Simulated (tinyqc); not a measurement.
A ladder of methods, and size consistency: correlation methods against full CI in the 6-311g basis, for H2, spin multiplicity 1. Computed by the program tinyqc with PySCF. All electrons correlated; +Q is the Davidson correction (1 - c0^2) E_corr. The last columns treat two copies 100 angstrom apart as one system. FCI is the lowest singlet.

Geometry (angstrom):
```
atom,x,y,z
H,0.0000,0.0000,0.0000
H,0.0000,0.0000,0.7720
```

RHF energy of one = -1.126966 hartree

Correlation energies (hartree):
```
method,E_corr of one,share of FCI (%),E_corr of two at 100 angstrom,two minus twice one (mhartree)
MP2,-0.018153,69.4137,-0.036305,0.0000
CISD,-0.026151,100.0000,-0.051476,0.8261
CISD+Q,-0.026579,101.6349,-0.053073,0.0845
CCSD,-0.026151,100.0000,-0.052302,0.0000
CCSD(T),-0.026151,100.0000,-0.052302,0.0000
FCI,-0.026151,100.0000,-,-
```

What does the comparison show, and why?

MP2 recovers 69 %, CISD 100.0 % and CCSD 100.0 % of the FCI value (c0^2 = 0.984 in CISD). MP2 and coupled cluster are size consistent, so their last column vanishes; CISD loses 0.83 mhartree, since a double excitation on each copy is a quadruple of the pair, and the Davidson correction leaves +0.08. With two electrons, or one virtual orbital, CISD and CCSD are exact for one copy, so +Q overshoots there.
